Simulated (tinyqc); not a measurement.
Geometry optimisation on the UHF/6-31g surface (energies and gradients from PySCF), for H2+, spin multiplicity 2, step by step. Computed by tinyqc, a small Python program that keeps every step (integrals from PySCF). Settings: charge = 1, multiplicity = 2, basis = 6-31g, optimiser = bfgs, first Hessian = 0.6, largest step = 0.5, iteration cap = 30. Command: `OMP_NUM_THREADS=1 python tinyqc.py 25959 25960 out.jsonl` (the two numbers bound the seeds that draw the settings). One thread of a shared host (Intel(R) Xeon(R) Processor @ 2.60GHz), about 0.06 s of CPU time with the checks.

## Step 1: energy and gradient

positions at the start (bohr):
```
         x       y       z
1H  0.0000  0.0000  0.0000
2H  0.0000  0.0000  1.5363
```

Self-consistent energy and analytic gradient at these positions.

energy = -0.570830 hartree

gradient (hartree/bohr):
```
           x         y          z
1H  0.000000  0.000000   0.077844
2H  0.000000  0.000000  -0.077844
```

## Step 1: move

Quasi-Newton step p = -H^(-1) g (first H = 0.6 times the unit matrix); steps longer than 0.5 bohr are cut back.

positions after step 1 (bohr):
```
         x       y        z
1H  0.0000  0.0000  -0.1297
2H  0.0000  0.0000   1.6661
```

## Step 2: energy and gradient

As before.

energy = -0.582532 hartree

gradient (hartree/bohr):
```
           x         y          z
1H  0.000000  0.000000   0.019794
2H  0.000000  0.000000  -0.019794
```

## Step 2: move

inverse Hessian in use (bohr^2/hartree), lower triangle:
```
        1       2        3       4       5       6
1  1.6667
2  0.0000  1.6667
3  0.0000  0.0000   1.9508
4  0.0000  0.0000   0.0000  1.6667
5  0.0000  0.0000   0.0000  0.0000  1.6667
6  0.0000  0.0000  -0.2842  0.0000  0.0000  1.9508
```

Quasi-Newton step p = -H^(-1) g (the inverse Hessian comes from BFGS updates; coordinates in the order x, y, z of each atom); steps longer than 0.5 bohr are cut back.

positions after step 2 (bohr):
```
         x       y        z
1H  0.0000  0.0000  -0.1740
2H  0.0000  0.0000   1.7103
```

## Convergence

Stop when the largest gradient component is below 3e-5 hartree/bohr. The inverse Hessian follows the BFGS update with s = step, y = change of gradient.

Course of the optimisation:

| step | E (hartree) | largest gradient (hartree/bohr) |
|---|---|---|
| 1 | -0.570830 | 7.78e-02 |
| 2 | -0.582532 | 1.98e-02 |
| 3 | -0.583753 | 8.31e-03 |
| 4 | -0.584066 | 1.72e-03 |
| 5 | -0.584082 | 2.00e-04 |
| 6 | -0.584082 | 5.65e-06 |

Final distances (angstrom):

| pair | distance |
|---|---|
| 2H-1H | 1.0410 |

Converged in 6 steps.
